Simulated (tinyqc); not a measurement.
A particle near a wafer in liquid: double-layer and van der Waals forces (DLVO), deposition barrier and removal: one step, computed by the program tinyqc. Command: `OMP_NUM_THREADS=1 python tinyqc.py 3113566 3113567 out.jsonl dlvo walk`. One thread of a shared host (Intel(R) Xeon(R) Processor @ 2.30GHz), about 0.01 s of CPU time with the checks.

Sphere and flat wall, Derjaguin approximation, constant potentials in the linear-superposition form, no retardation and no hydration force.

Problem. Removing an attached particle. Adhesion F_a = A R/(6 h0^2) [1 + a^2/(R h0)] - kappa Z R exp(-kappa h0), a the contact radius. Drag in a shear flow F_d = 1.7 x 6 pi mu R^2 G, acting at 1.4 R; rolling starts when 1.4 R F_d = a F_a. Wall shear stress = mu G.

Inputs (values chosen for the exercise, of the order of those for alumina on silica in water):

| quantity | value | unit |
|---|---|---|
| particle radius R | 27 | nm |
| Hamaker constant A | 1.3e-20 | J |
| temperature T | 298 | K |
| contact distance h0 | 0.4 | nm |
| contact radius over R | 0.075 | - |
| viscosity | 0.62 | mPa s |

kappa = 0.6066778 1/nm

Z = 2.412033 pN

Give: van der Waals adhesion; net adhesion F_a; wall shear stress for rolling; shear rate G.

Solution.

van der Waals adhesion = 504.4 pN

net adhesion F_a = 473.5 pN

wall shear stress for rolling = 1086 Pa

shear rate G = 1.751e+06 1/s
